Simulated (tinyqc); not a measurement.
Free-carrier optics of a doped semiconductor (Drude model with one polar phonon): one step. Optical constants. Four cases, with inputs chosen for the exercise.

Problem. Convert eps at the photon energy E (in meV) into the optical constants.

n + i k = sqrt(eps1 + i eps2) with k >= 0; R = ((n - 1)^2 + k^2)/((n + 1)^2 + k^2) at normal incidence from vacuum; alpha = 2 E k/(hbar c), times 1e8 for 1/cm; loss function Im(-1/eps) = eps2/(eps1^2 + eps2^2).

Constants: hbar c = 1973.269805 eV angstrom.

Case 1.

Values chosen (out of a larger set: mass and dielectric values near those of InAs; N and mu are free inputs; interband absorption and the rise of the mass with filling are left out; not measured data): E = 54.1 meV (photon energy).

eps = 8.845780+0.071955i

Case 2.

Values chosen (out of a larger set: mass and dielectric values near those of GaAs; N and mu are free inputs; interband absorption and the rise of the mass with filling are left out; not measured data): E = 7 meV (photon energy).

eps = -44.299396+56.117419i

Case 3.

Values chosen (out of a larger set: mass and dielectric values near those of GaP; N and mu are free inputs; interband absorption and the rise of the mass with filling are left out; not measured data): E = 184.8 meV (photon energy).

eps = 5.953015+0.271293i

Case 4.

Values chosen (out of a larger set: mass and dielectric values near those of GaAs; N and mu are free inputs; interband absorption and the rise of the mass with filling are left out; not measured data): E = 135.3 meV (photon energy).

eps = 6.817862+0.323153i

Give: n; k; R; alpha.

Solution.

Case 1.

n = 2.9742
k = 0.0121
R = 0.2468
alpha = 66.3 1/cm

Light of this energy penetrates 1/alpha = 151 micrometre.

Case 2.

n = 3.6876
k = 7.6090
R = 0.8153
alpha = 5.40e+03 1/cm

Light of this energy penetrates 1/alpha = 1.85 micrometre.

Case 3.

n = 2.4405
k = 0.0556
R = 0.1755
alpha = 1.04e+03 1/cm

Light of this energy penetrates 1/alpha = 9.61 micrometre.

Case 4.

n = 2.6118
k = 0.0619
R = 0.1994
alpha = 848 1/cm

Light of this energy penetrates 1/alpha = 11.8 micrometre.

Computed by tinyqc, one run a case: `OMP_NUM_THREADS=1 python tinyqc.py N N+1 out.jsonl` with N = 1651068, 1651144, 1651321, 1651444; one thread of a shared Intel(R) Xeon(R) Processor @ 2.30GHz, about 0.01 s a run at most.
